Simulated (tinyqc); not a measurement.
Band bending at a free surface with a continuum of surface states, surface photovoltage and Kelvin probe: one step of the calculation.

n-type bulk, xi = Ec - EF = Vt ln(Nc/Nd), p0 = ni^2/Nd, ni = sqrt(Nc Nv) exp(-Eg/(2 Vt)), Eg in volts. b is the upward band bending, u = b/Vt. Space charge per area, in units of q: Qc = sign(b) sqrt((2 eps0 eps_r Vt/q) [(Nd + dn)(exp(-u) - 1) + Nd u + (p0 + dn)(exp(u) - 1)]), with dn the excess density under light (flat quasi-Fermi levels; 0 in the dark). The states hold -Ds (E0 - xi - b): negative while the Fermi level lies above the neutrality level. Neutrality: Qc + Qf + (charge of the states) = 0.

Problem. Band bending in the dark. Fixed-point step: b(new) = E0 - xi - (Qc(b) + Qf)/Ds.

Inputs (values chosen for the exercise); band and dielectric values close to those of gallium arsenide:
```
symbol    value         unit                                                    meaning
T           300            K                                                temperature
Eg         1.43           eV                                                   band gap
eps_r      12.7                                                   relative permittivity
Nc      4.45e17        cm^-3                     conduction-band density of states at T
Nv      8.86e18        cm^-3                        valence-band density of states at T
Nd       4.4e16        cm^-3                                              donor density
Qf            0        cm^-2                       fixed positive charge at the surface
Ds         3e12  cm^-2 eV^-1                                  density of surface states
E0         0.79           eV  depth of their neutrality level below the conduction edge
```

Constants: q = 1.602176634e-19 C, kB = 1.380649e-23 J/K, Vt = kB T/q, eps0 = 8.8541878128e-14 F/cm where lengths are in cm. Results are converted to the units shown.

b after iteration 1 = 0.53517275 V

Give: b after iteration 2.

Solution.

b after iteration 2 = 0.54323 V

tinyqc, about 0.01 s, one thread, Intel Xeon 2.30GHz (shared host): `OMP_NUM_THREADS=1 python tinyqc.py 2430119 2430120 out.jsonl`
